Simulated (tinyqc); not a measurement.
Inside a calculation. Method: one-electron ion in a basis of Gaussians. One step of it, computed by the program tinyqc.

Question. Generalised eigenproblem. Solve H C = S C e through S^(-1/2); each column has its largest component positive (the first on a tie).

H = T + V (hartree):
```
[[-0.093927, -0.093294, -0.073749, -0.048824, -0.028674, -0.015719, -0.008311],
 [-0.093294, -0.112559, -0.107650, -0.091839, -0.066350, -0.041313, -0.023470],
 [-0.073749, -0.107650, -0.089252, -0.071797, -0.084144, -0.078227, -0.055504],
 [-0.048824, -0.091839, -0.071797, 0.078400, 0.130061, 0.017956, -0.057847],
 [-0.028674, -0.066350, -0.084144, 0.130061, 0.667794, 0.809105, 0.402499],
 [-0.015719, -0.041313, -0.078227, 0.017956, 0.809105, 2.405775, 2.778005],
 [-0.008311, -0.023470, -0.055504, -0.057847, 0.402499, 2.778005, 7.150299]]
```

S:
```
[[1.000000, 0.778554, 0.399485, 0.159167, 0.056013, 0.018655, 0.006077],
 [0.778554, 1.000000, 0.778538, 0.399429, 0.159165, 0.055987, 0.018660],
 [0.399485, 0.778538, 1.000000, 0.778490, 0.399438, 0.159103, 0.056004],
 [0.159167, 0.399429, 0.778490, 1.000000, 0.778549, 0.399352, 0.159168],
 [0.056013, 0.159165, 0.399438, 0.778549, 1.000000, 0.778390, 0.399434],
 [0.018655, 0.055987, 0.159103, 0.399352, 0.778390, 1.000000, 0.778645],
 [0.006077, 0.018660, 0.056004, 0.159168, 0.399434, 0.778645, 1.000000]]
```

Give: eigenvalues of S; eigenvalues; coefficients.

Answer.

eigenvalues of S: [0.016, 0.053, 0.161, 0.434, 1.026, 2.051, 3.258]

eigenvalues (hartree): [-0.125, -0.048, 0.079, 0.479, 1.619, 4.764, 13.565]

coefficients:
```
[[0.242, 1.465, -1.209, 0.606, -0.307, 0.163, -0.088],
 [0.528, -1.003, 2.630, -1.849, 0.988, -0.523, 0.280],
 [0.282, -0.108, -1.955, 3.005, -2.028, 1.108, -0.588],
 [0.084, -0.128, 0.202, -2.404, 3.047, -2.000, 1.083],
 [0.020, 0.001, -0.152, 0.402, -2.554, 2.918, -1.844],
 [0.004, -0.009, 0.027, -0.153, 0.469, -2.448, 2.589],
 [0.001, 0.000, -0.009, 0.023, -0.113, 0.323, -2.011]]
```

For Z = 1 and l = 1 the exact lowest level is -Z^2/(2 n^2) with n = l + 1: -0.125000 hartree.
